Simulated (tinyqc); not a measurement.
Defect-molecule model of a vacancy with Jahn-Teller distortion: one step. Relaxed charge states. Two cases, with inputs chosen for the exercise.

Task: Minimise W_n over Q: Q_n = 2 n I/k, gain n^2 E_JT with E_JT = 2 I^2/k. W_n at mu = 0 is n et - n^2 E_JT + Uc n (n - 1)/2.

Four dangling hybrids a, b, c, d point into the vacancy: H_ii = E0, and -gm between any two. A tetragonal distortion Q pairs a with b and c with d: those two couplings become -gm - I Q and the other four -gm + I Q/2, at an elastic cost k Q^2/2. The a1 level holds two electrons; charge states 2+, + and 0 put n = 0, 1, 2 more into the lowest level of t2 origin. Energy from the 2+ state at Q = 0, with the Fermi level mu counted from Ev: W_n(Q) = n (et - 2 I Q) + k Q^2/2 + Uc n (n - 1)/2 - n mu. et = E0 + gm is the undistorted t2 level.

Give: E_JT; States.

Case 1.

Values chosen (of the size used for the vacancy in silicon; shifted at random, so the results belong to these values and not to a real crystal): E0 = -0.03 eV (level of a dangling hybrid, from Ev); gm = 0.37 eV (coupling between two dangling hybrids); I = 0.99 eV/angstrom (Jahn-Teller coupling); k = 16.7 eV/angstrom^2 (force constant of the mode); Uc = 0.14 eV (repulsion of two electrons in one orbital).

Result:

E_JT = 0.1174 eV

States:

| n | charge | Q_n (angstrom) | gain (eV) | W_n (eV) |
|---|---|---|---|---|
| 0 | 2+ | 0.0000 | 0.0000 | 0.0000 |
| 1 | + | 0.1186 | 0.1174 | 0.2226 |
| 2 | 0 | 0.2371 | 0.4695 | 0.3505 |

Case 2.

Values chosen (of the size used for the vacancy in silicon; shifted at random, so the results belong to these values and not to a real crystal): E0 = -0.06 eV (level of a dangling hybrid, from Ev); gm = 0.36 eV (coupling between two dangling hybrids); I = 1.13 eV/angstrom (Jahn-Teller coupling); k = 18.9 eV/angstrom^2 (force constant of the mode); Uc = 0.19 eV (repulsion of two electrons in one orbital).

Result:

E_JT = 0.1351 eV

States:

| n | charge | Q_n (angstrom) | gain (eV) | W_n (eV) |
|---|---|---|---|---|
| 0 | 2+ | 0.0000 | 0.0000 | 0.0000 |
| 1 | + | 0.1196 | 0.1351 | 0.1649 |
| 2 | 0 | 0.2392 | 0.5405 | 0.2495 |

Computed by tinyqc, one run a case: `OMP_NUM_THREADS=1 python tinyqc.py N N+1 out.jsonl` with N = 1450120, 1450340; one thread of a shared Intel(R) Xeon(R) Processor @ 2.30GHz, about 0.01 s a run at most.
